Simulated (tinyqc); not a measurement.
# Worked calculation: thin film between two gates, subbands and threshold shift from confinement

Computed by the program tinyqc: `OMP_NUM_THREADS=1 python tinyqc.py 2350020 2350021 out.jsonl`, one thread of a shared Intel Xeon 2.30GHz, about 0.06 s for the whole run. Printed values are rounded.

Undoped body with a flat potential across it, hard walls, transport along x. Three valley pairs (g = 2 each) with the longitudinal mass along x, y or z. Non-parabolicity enters the subband edges through E (1 + al E) = gamma, so E = 2 gamma/(1 + sqrt(1 + 4 al gamma)); motion within a subband is taken as parabolic with the band-edge mass. Energies are counted from the bulk band edge.

Values chosen for this exercise; masses close to those of silicon: temperature T = 400 K; longitudinal mass ml = 0.918 m0; transverse mass mt = 0.192 m0; non-parabolicity al = 0 1/eV; film thickness (along z) t = 4.5 nm; widening of the box by penetration into the insulator dl = 0.2 nm.

Constants: q = 1.602176634e-19 C, kB = 1.380649e-23 J/K, hbar = 1.054571817e-34 J s, m0 = 9.1093837015e-31 kg, Vt = kB T/q, hbar^2/(2 m0) = 0.0380998212 eV nm^2. Results are converted to the units shown.

## Lowest subbands

gamma = C (pi k/(t + dl))^2/mz, C = hbar^2/(2 m0). List the 5 lowest, labelled by valley axis and quantum numbers, with degeneracy g and N_k: N_k = g sqrt(mx my) m0 kB T/(pi hbar^2).

| subband | E_k (eV) | g | N_k (cm^-2) |
|---|---|---|---|
| z1 | 0.0185432 | 2 | 5.52919e12 |
| z2 | 0.0741727 | 2 | 5.52919e12 |
| x1 | 0.0886596 | 2 | 1.20902e13 |
| y1 | 0.0886596 | 2 | 1.20902e13 |
| z3 | 0.166889 | 2 | 5.52919e12 |

## Threshold shift

Each subband has N_k = g sqrt(mx my) m0 kB T/(pi hbar^2); without degeneracy n = exp(EF/Vt) sum N_k exp(-E_k/Vt). Classical value Nc times t, Nc = sum over valleys of 2 g (m m0 kB T/(2 pi hbar^2))^1.5 with m = (mx my mz)^(1/3). Threshold shift dVT = Vt ln(classical value/sum N_k exp(-E_k/Vt)). Use the subbands listed.

shares, subband z1 to z3 (%): [56.0350, 11.1573, 16.0251, 16.0251, 0.7575]
sum N_k exp(-E_k/Vt) = 5.76194e12 cm^-2
Nc = 4.26436e19 cm^-3
classical value = 1.91896e13 cm^-2
dVT = 41.4699 mV

With all subbands dVT = 41.46 mV. The lowest edge lies at 18.5 meV; dVT is larger than that, since sum N_k exp(-(E_k - E_1)/Vt) falls short of the classical value.
